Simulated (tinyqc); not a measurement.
Ways to converge the cycle: SCF convergence aids in the 3-21g basis, for H2+, spin multiplicity 2. Computed by the program tinyqc with PySCF. UHF with one setting changed at a time; a run stops when the energy changes by less than 1e-09 hartree and the error matrix is below 1e-5. The start is random orbitals. Damping d keeps d of the old density; a shift (hartree) raises the virtual levels; DIIS n extrapolates F over n matrices.

Geometry (angstrom):
```
atom       x       y       z
H     0.0000  0.0000  0.0000
H     0.0000  0.0000  1.2440
```

lowest solution found by these runs and by PySCF with stability checks = -0.579372 hartree

Largest element of the error matrix X^T (FDS - SDF) X:
```
iteration    plain  damping 0.3  damping 0.6  shift 0.4   DIIS 3   DIIS 8
1          1.7e-01      1.7e-01      1.7e-01    1.7e-01  1.7e-01  1.7e-01
2          4.1e-02      7.9e-02      1.2e-01    6.6e-02  4.1e-02  4.1e-02
3          9.9e-03      3.7e-02      8.2e-02    2.6e-02  1.1e-03  1.1e-03
4          2.6e-03      1.7e-02      5.7e-02    9.9e-03  3.1e-04  3.1e-04
5          8.4e-04      8.1e-03      4.0e-02    4.6e-03  2.4e-05  2.4e-05
6          3.0e-04      3.8e-03      2.8e-02    2.3e-03  1.5e-06  2.8e-08
8          5.6e-05      9.4e-04      1.3e-02    7.2e-04        -        -
10         1.4e-05      2.7e-04      6.5e-03    2.9e-04        -        -
14               -      3.0e-05      1.5e-03    6.3e-05        -        -
20               -            -      2.2e-04    7.3e-06        -        -
30               -            -      1.3e-05          -        -        -
```

How each run ends:
```
run          iterations  E (hartree)         state
plain                12    -0.579372  lowest found
damping 0.3          18    -0.579372  lowest found
damping 0.6          37    -0.579372  lowest found
shift 0.4            20    -0.579372  lowest found
DIIS 3                7    -0.579372  lowest found
DIIS 8                7    -0.579372  lowest found
```

What does the comparison show, and why?

6 of 6 runs reach the lowest solution found, in 7 to 37 iterations (fastest: DIIS 3, DIIS 8). Plain steps already contract here, so damping only slows them. DIIS 3 and DIIS 8 gain by cancelling the error over several earlier matrices, much as a quasi-Newton step does.
